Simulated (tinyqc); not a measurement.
## Trap depth and cross-section from two peaks

Question. A DLTS peak lies where ew = sn g T^2 exp(-Et/kB T), g = vth Nc/(300 K)^2. Find Et and sn.

Values chosen for this exercise: conduction-band density of states at 300 K Nc = 1.68e19 cm^-3; thermal velocity at 300 K vth = 2e7 cm/s.

Constants: q = 1.602176634e-19 C, kB = 1.380649e-23 J/K. Results are converted to the units shown.

peak temperatures for ew = 5 and 2000 1/s (K): 151.80437  190.08167

Answer. The slope of ln(ew/T^2) against q/kB T is -Et, and the intercept is ln(sn g).

Et = 0.360 eV
sn = 5.20e-14 cm^2

Numbers from tinyqc (`OMP_NUM_THREADS=1 python tinyqc.py 2050009 2050010 out.jsonl`; about 0.01 s on one thread of a shared Intel Xeon 2.30GHz).
